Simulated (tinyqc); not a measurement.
Plane-wave Kohn-Sham cycle with exchange-only LDA in a layered model solid, step by step. One step of it, computed by the program tinyqc.

Question. Iteration 2: levels at that k. Diagonalise the Hermitian matrix.

H (hartree), lower triangle:
```
           -2         -1         +0         +1        +2
-2   0.307498
-1   0.017921  -0.032365
+0  -0.003236   0.017921  -0.145652
+1   0.001927  -0.003236   0.017921  -0.032365
+2   0.000286   0.001927  -0.003236   0.017921  0.307498
```

Give: eigenvalues.

Answer.

eigenvalues (hartree): -0.1514  -0.0310  -0.0299  0.3080  0.3089
